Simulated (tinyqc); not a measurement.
Energy and delay of logic against supply voltage: two steps of the calculation.

One expression serves below and above threshold: I(Vg) = Ik [ln(1 + exp((Vg - VT + dd V)/(al nf Vt)))]^al, with I_on = I(V) and I_off = I(0). Gate delay td = kd C V/I_on, clock period LD td. Per gate and cycle the switching energy is act C V^2 and the leakage energy I_off V LD td. No short-circuit current, no variation. Minima are sought above 0.09 V; below a few Vt gates no longer switch and the model has no meaning.

Inputs (values chosen for the exercise); values of the order met in logic technologies:
```
symbol,value,unit,meaning
T,330,K,temperature
VT,0.27,V,threshold voltage at zero drain bias
nf,1.28,,slope factor
dd,0.03,,barrier lowering per volt of supply
Ik,2.8,uA,specific current of a gate
al,1.62,,exponent of the current law
C,1.2,fF,load capacitance of a gate
kd,1,,delay factor
LD,12,,logic depth
act,0.02,,activity factor
V,0.48,V,supply voltage
```

Constants: q = 1.602176634e-19 C, kB = 1.380649e-23 J/K, Vt = kB T/q. Results are converted to the units shown.

Problem 1. Currents, delay and energies. I_on, I_off, td, clock frequency 1/(LD td), both energies and their sum.

Find: I_on; I_off; td; clock frequency; switching energy; leakage energy; energy.

Solution 1.

I_on = 24.63 uA
I_off = 2.471 nA
td = 23.39 ps
clock frequency = 3.563 GHz
switching energy = 5.530 aJ
leakage energy = 0.3329 aJ
energy = 5.862 aJ

I_on/I_off = 9970; leakage makes up 5.68 % of the energy.

Problem 2. New V. Minimum-energy supply: E(V) is the energy per gate and cycle; with h = 0.001 V, E' = (E(V + h) - E(V - h))/(2 h), E'' = (E(V - h) - 2 E(V) + E(V + h))/h^2, V(new) = V - E'/E''.

V after iteration 2 = 0.27341419 V

Find: E'; E''; V after iteration 3.

Solution 2.

E' = -0.06733 aJ/V
E'' = 261.2 aJ/V^2
V after iteration 3 = 0.2737 V

Numbers from tinyqc (`OMP_NUM_THREADS=1 python tinyqc.py 2082163 2082164 out.jsonl`; about 0.01 s on one thread of a shared Intel Xeon 2.30GHz).
